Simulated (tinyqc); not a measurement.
Stress in a transistor channel from embedded alloy regions, liners and fins, by half-space elasticity. From share kept on average back to length of a cut fin or stripe. Computed by tinyqc, a small Python program. Command: `OMP_NUM_THREADS=1 python tinyqc.py 3024547 3024548 out.jsonl stressor inv`. One thread of a shared host (Intel(R) Xeon(R) Processor @ 2.30GHz), about 0.07 s of CPU time with the checks.

Plane strain in an isotropic half-space, the same constants everywhere; x along the channel from its centre, y downwards from the free surface; stress is positive in tension.

Inputs (values chosen for the exercise, modelled on silicon): height of the strained layer h = 16 nm.

Method. Shear-lag estimate for a stripe of length l and height h on a like substrate: the stress along it is s(x)/s_film = 1 - cosh(x/lam)/cosh(l/(2 lam)), lam = (pi/2) g h with g = 1.258; mean = 1 - (2 lam/l) tanh(l/(2 lam)).

Problem. A run gave the result below. Find the length of a cut fin or stripe, known to lie between 280 and 630 nm.

share kept on average = 0.8308372

Solution.

Each step takes the trial c = (a f_b - b f_a)/(f_b - f_a), f being the result less the target and a, b, c the logarithms of the listed values; c replaces end b, the old b replaces a if the sign of f changed, and otherwise f_a is halved.

Scan of the range:
```
length of a cut fin or stripe (nm)  share kept on average
280                                              0.774229
321                                              0.803025
367                                              0.827703
420                                              0.849443
481                                              0.868536
550                                              0.885029
630                                              0.899629
```

False position (Illinois rule, in the logarithm of the input) inside the bracket:
```
step    end a    end b    trial  share kept on average
1     367.000  420.000  374.206               0.831021
2     367.000  374.206  373.444               0.830676
3     374.206  373.444  373.800               0.830837
4     373.444  373.800  373.800               0.830837
```

Share kept on average rises at every point of a 13-point scan of the range (every second point is shown), so one value fits; it is bracketed by 367 and 420. Answer: length of a cut fin or stripe = 373.8 nm.
